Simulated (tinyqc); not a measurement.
Inside a calculation. Method: extended Hueckel theory, for BeH2+. The parameters take no account of the charge, which enters only through the electron count. Computed by tinyqc, a small Python program that keeps every step (integrals from PySCF). Settings: charge = 1, K = 1.75, multiplicity = 2. Command: `OMP_NUM_THREADS=1 python tinyqc.py 28140 28141 out.jsonl` (the two numbers bound the seeds that draw the settings). One thread of a shared host (Intel(R) Xeon(R) Processor @ 2.60GHz), about 0.01 s of CPU time with the checks.

## Overlaps

Geometry (angstrom):
```
atom,x,y,z
Be,0.00000,0.00000,0.00000
H,0.00000,1.31900,0.11000
H,0.00000,-1.27300,0.10600
```

Parameters chosen for this run:
```
element,shell,Slater exponent,H_ii (eV)
H,1s,1.30000,-13.60000
Be,2s,0.97500,-10.00000
Be,2p,0.97500,-6.00000
```

Slater orbitals, each expanded in six Gaussians scaled to its exponent.

overlap S, lower triangle:
```
,1Be 2s,1Be 2px,1Be 2py,1Be 2pz,2H 1s,3H 1s
1Be 2s,1.00000
1Be 2px,0.00000,1.00000
1Be 2py,0.00000,0.00000,1.00000
1Be 2pz,0.00000,0.00000,0.00000,1.00000
2H 1s,0.45822,0.00000,0.54410,0.04538,1.00000
3H 1s,0.47331,0.00000,-0.55288,0.04604,0.03585,1.00000
```

## Wolfsberg-Helmholz matrix

diagonal H_ii (eV): 1Be 2s -10.00000, 1Be 2px -6.00000, 1Be 2py -6.00000, 1Be 2pz -6.00000, 2H 1s -13.60000, 3H 1s -13.60000

K = 1.75000

H_ij = K' S_ij (H_ii + H_jj)/2 for i != j (the diagonal keeps H_ii), with K' = 1.75.

H (eV), lower triangle:
```
,1Be 2s,1Be 2px,1Be 2py,1Be 2pz,2H 1s,3H 1s
1Be 2s,-10.00000
1Be 2px,0.00000,-6.00000
1Be 2py,0.00000,0.00000,-6.00000
1Be 2pz,0.00000,0.00000,0.00000,-6.00000
2H 1s,-9.46219,0.00000,-9.33126,-0.77819,-13.60000
3H 1s,-9.77384,0.00000,9.48185,-0.78953,-0.85326,-13.60000
```

## Orbitals

valence electrons = 3

Solve H C = S C e through S^(-1/2); fill by pairs from the bottom, a degenerate level sharing its electrons equally; each orbital has its largest coefficient positive (the first on a tie).

orbital energies (eV): -15.72691  -13.99654  -6.03405  -6.00000  4.46680  19.89907

occupations: 2.00000  1.00000  0.00000  0.00000  0.00000  0.00000

coefficients:
```
,MO1,MO2,MO3,MO4,MO5,MO6
1Be 2s,0.39041,0.00124,-0.11420,0.00000,1.24600,-0.09694
1Be 2px,0.00000,0.00000,0.00000,1.00000,0.00000,0.00000
1Be 2py,-0.00168,0.24707,-0.00176,0.00000,0.07910,1.61084
1Be 2pz,0.00652,0.00021,0.99282,0.00000,0.14552,-0.00883
2H 1s,0.48089,0.58126,0.03353,0.00000,-0.81218,-0.96592
3H 1s,0.49398,-0.56115,0.03301,0.00000,-0.73001,1.08614
```

sum of one-electron energies = -45.45036 eV

## Mulliken analysis

P = C n C^T; charge = valence electrons (H 1, Be 2) minus the sum of (P S)_ii on the atom; overlap population = 2 sum P_ij S_ij between two atoms.

charges: 1Be 1.12400, 2H -0.05565, 3H -0.06835

Overlap populations:
```
pair,value
2-1,0.499872
3-1,0.520179
3-2,0.010678
```
